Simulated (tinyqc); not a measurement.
# Changing the anneal time t

Model: interdiffusion of a quantum well during annealing: blurred potential and shift of the confined levels. Computed by tinyqc, a small Python program. Command: `OMP_NUM_THREADS=1 python tinyqc.py 3019321 3019322 out.jsonl qwi sweep`. One thread of a shared host (Intel(R) Xeon(R) Processor @ 2.30GHz), about 0.09 s of CPU time with the checks.

A square well of width w is blurred by Fick diffusion with a constant coefficient; band offsets are linear in composition, masses are uniform, and strain and excitons are ignored.

Inputs (values chosen for the exercise, modelled on SiGe in silicon (holes and electrons as a model)):

| quantity | value | unit |
|---|---|---|
| well width w | 6.8 | nm |
| electron mass m_e | 0.186 | m_0 |
| hole mass m_h | 0.275 | m_0 |
| conduction offset V_c | 0.037 | eV |
| valence offset V_v | 0.25 | eV |
| prefactor D0 | 51 | cm^2/s |
| activation energy E | 4.1 | eV |
| anneal temperature T | 880 | C |

Constants: k_B = 8.617333262e-05 eV/K; hbar^2/(2 m_0) = 3.80998212 eV angstrom^2.

Method:
- D = D0 exp(-E/(k_B T)); L = sqrt(D t); share of well material at the centre erf(w/(4L)); 1 nm = 1e-7 cm.
- Temperatures in kelvin are T(C) + 273.15.
- With L = sqrt(D t) and the share at the centre erf(w/(4L)). After the anneal: V(z) = V {1 - (1/2)[erf((w/2 - z)/(2L)) + erf((w/2 + z)/(2L))]}, energies counted from the original well bottom. Finite differences on 3000 points over |z| < w/2 + 6L + 25 nm; shifts are taken against the same grid with cell-averaged square steps.
- Rise of the bottom = V (1 - share at the centre). Overlap = |<electron|hole>|^2.

One run for each value:

| anneal time t (s) | blue shift of the transition (meV) | diffusion length L (nm) | rise of the gap at the centre (meV) | overlap |
|---|---|---|---|---|
| 5 | 0.760 | 0.1753 | 0 | 0.8588 |
| 12 | 1.750 | 0.2716 | 0 | 0.8540 |
| 27 | 3.779 | 0.4074 | 1.0389e-06 | 0.8451 |
| 64 | 8.671 | 0.6273 | 3.6382e-02 | 0.8284 |
| 150 | 20.232 | 0.9603 | 3.5295e+00 | 0.8063 |
| 350 | 45.554 | 1.4669 | 2.9053e+01 | 0.7923 |
| 820 | 85.574 | 2.2453 | 8.1590e+01 | 0.7944 |
| 1900 | 128.277 | 3.4178 | 1.3828e+02 | 0.8042 |
| 4500 | 165.532 | 5.2599 | 1.8587e+02 | 0.8148 |

Over the rows, blue shift of the transition (meV) rises from 0.760 to 166 (exponent d ln y / d ln x 0.95 between the first rows and 0.30 between the last); diffusion length L (nm) rises from 0.175 to 5.26 (exponent d ln y / d ln x about 0.50 throughout); rise of the gap at the centre (meV) rises from 0 to 186, flat over part of the range. At the low end the exponent of blue shift of the transition is 0.95, close to 1: first order in L^2 = D t.
